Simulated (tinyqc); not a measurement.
Ways to converge the cycle: SCF convergence aids in the sto-3g basis, for BeH2, spin multiplicity 1. Computed by the program tinyqc with PySCF. RHF with one setting changed at a time; a run stops when the energy changes by less than 1e-09 hartree and the error matrix is below 1e-5. The start is the Wolfsberg-Helmholz matrix. Damping d keeps d of the old density; a shift (hartree) raises the virtual levels; DIIS n extrapolates F over n matrices.

Geometry (angstrom):
```
atom       x        y       z
Be    0.0000   0.0000  0.0000
H     0.0000   1.4060  0.0000
H     0.0000  -1.4060  0.0000
```

lowest restricted solution found by these runs and by PySCF = -15.551526 hartree

Largest element of the error matrix X^T (FDS - SDF) X:
```
iteration    plain  damping 0.3  damping 0.6  shift 0.4   DIIS 3   DIIS 8
1          1.3e-01      1.3e-01      1.3e-01    1.3e-01  1.3e-01  1.3e-01
2          1.6e-02      4.8e-02      8.2e-02    4.2e-02  1.6e-02  1.6e-02
3          3.0e-03      1.9e-02      5.3e-02    1.5e-02  1.7e-03  1.7e-03
4          6.8e-04      7.9e-03      3.4e-02    5.3e-03  3.4e-05  3.4e-05
5          1.7e-04      3.3e-03      2.2e-02    2.0e-03  1.2e-06  4.0e-07
6          4.1e-05      1.4e-03      1.5e-02    7.6e-04  1.3e-08  3.7e-10
8          2.6e-06      2.8e-04      6.5e-03    1.3e-04        -        -
10               -      5.8e-05      2.9e-03    3.1e-05        -        -
14               -      2.7e-06      5.9e-04          -        -        -
20               -            -      5.9e-05          -        -        -
30               -            -      1.5e-06          -        -        -
```

How each run ends:
```
run          iterations  E (hartree)         state
plain                 8   -15.551526  lowest found
damping 0.3          16   -15.551526  lowest found
damping 0.6          34   -15.551526  lowest found
shift 0.4            12   -15.551526  lowest found
DIIS 3                6   -15.551526  lowest found
DIIS 8                6   -15.551526  lowest found
```

What does the comparison show, and why?

6 of 6 runs reach the lowest restricted solution found, in 6 to 34 iterations (fastest: DIIS 3, DIIS 8). Plain steps already contract here, so damping only slows them. DIIS 3 and DIIS 8 gain by cancelling the error over several earlier matrices, much as a quasi-Newton step does.
